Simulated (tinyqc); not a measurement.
Worked calculation: Hubbard ring of 5 sites. Computed by tinyqc, a small Python program that keeps every step. Settings: hopping = 0.82, U = 2.0, mixing = 1, iteration cap = 89. Command: `OMP_NUM_THREADS=1 python tinyqc.py 29158 29159 out.jsonl` (the two numbers bound the seeds that draw the settings). One thread of a shared host (Intel(R) Xeon(R) Processor @ 2.60GHz), about 0.3 s of CPU time with the checks.

one-body matrix (hopping and site energies) (eV), order 1, 2, 3, 4, 5:
$$\begin{pmatrix}
-0.080000 & -0.820000 & 0.000000 & 0.000000 & -0.820000 \\
-0.820000 & -0.250000 & -0.820000 & 0.000000 & 0.000000 \\
0.000000 & -0.820000 & 0.190000 & -0.820000 & 0.000000 \\
0.000000 & 0.000000 & -0.820000 & 0.380000 & -0.820000 \\
-0.820000 & 0.000000 & 0.000000 & -0.820000 & 0.920000
\end{pmatrix}$$

U = 2.000000 eV

electrons, up and down: [3, 2]

n(up) at the start (a guess, not normalised): 1 0.900000, 2 0.300000, 3 0.900000, 4 0.300000, 5 0.900000

n(down) at the start (a guess): 1 0.100000, 2 0.700000, 3 0.100000, 4 0.700000, 5 0.100000

Each step fills the lowest levels of T + U n(other spin) and sets n(new) = n + mixing (n(out) - n); stop when output and input agree to 1e-8.

Course of the cycle:
```
iteration       E (eV)  largest |n(out) - n(in)|  mean |n_up - n_down|
1          -1.44448218                  2.71e-01              0.494069
2          -1.47704212                  8.15e-02              0.454726
3          -1.48778637                  6.81e-02              0.419240
4          -1.49203407                  4.03e-02              0.402137
5          -1.49392265                  3.19e-02              0.388538
6          -1.49490399                  2.47e-02              0.379474
7          -1.49547809                  1.86e-02              0.373181
8          -1.49585487                  1.73e-02              0.367432
9          -1.49611887                  1.26e-02              0.363869
10         -1.49631419                  1.31e-02              0.359705
11         -1.49646287                  9.30e-03              0.357299
...                ...                       ...                   ...
79         -1.49727842                  8.99e-04              0.322238
80         -1.49727987                  1.36e-03              0.322187
81         -1.49728133                  9.00e-04              0.322207
82         -1.49728279                  1.37e-03              0.322155
83         -1.49728425                  9.02e-04              0.322174
84         -1.49728573                  1.38e-03              0.322122
85         -1.49728721                  9.07e-04              0.322140
86         -1.49728870                  1.39e-03              0.322086
87         -1.49729021                  9.14e-04              0.322105
88         -1.49729173                  1.40e-03              0.322049
89         -1.49729326                  9.23e-04              0.322067
```

Can the last value be used, and what does the course show?

Not by the stop rule, although the second column moves by less than 1e-05 over the last three steps. Not converged within 89 iterations: the residual has stopped falling. The lowest mean-field energy found from random starts is -1.53385 eV. Reruns (cap 100 unless said): mixing 0.2: not converged; mixing 0.5: not converged; mixing 0.9: not converged; the original settings with a cap of 400: converged in 262 (E = -1.53385).
